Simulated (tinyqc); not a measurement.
Single-domain magnet: Stoner-Wohlfarth switching, Neel-Arrhenius retention, LLG dynamics and spin torque: one step, computed by the program tinyqc.

The moment is uniform, with unit vector m; z is the easy axis. mu_0 = 1.25663706212e-6 T m/A, gamma = 1.76085963023e11 rad/(s T).

Question. Spin-transfer switching. For axial symmetry and a polariser along z: I_c0 = (4 e alpha/(hbar eta)) K_eff V; relaxation time tau_D = (1 + alpha^2)/(alpha gamma mu_0 H_K); thermal start angle theta_0 = 1/sqrt(2 Delta); switching time about tau_D ln(pi/(2 theta_0))/(I/I_c0 - 1); precession frequency gamma mu_0 H_K/(2 pi (1 + alpha^2)).

Inputs (values chosen for the exercise, for a model magnet):
```
quantity                    value  unit
temperature T                 300     K
damping alpha               0.047     -
spin-torque efficiency eta   0.62     -
drive I/I_c0                  2.9     -
```

Shape: thin disc, easy axis normal to it.

K_eff = 170.1485 kJ/m^3

volume V = 1227.837 nm^3

stability factor Delta = 50.43873

anisotropy field mu_0 H_K = 0.5086651 T

Constants: e = 1.602176634e-19 C; hbar = 1.054571817e-34 J s.

Give: critical current I_c0; Delta/I_c0; tau_D; switching time, estimate; precession frequency.

Answer.

critical current I_c0 = 96.243 microampere

Delta/I_c0 = 0.52408 1/microampere

tau_D = 0.23807 ns

switching time, estimate = 0.34564 ns

precession frequency = 14.224 GHz

Caution: a flat cylinder has a smaller N_z than the spheroid of the same t/d, so K_eff of a real disc is larger.
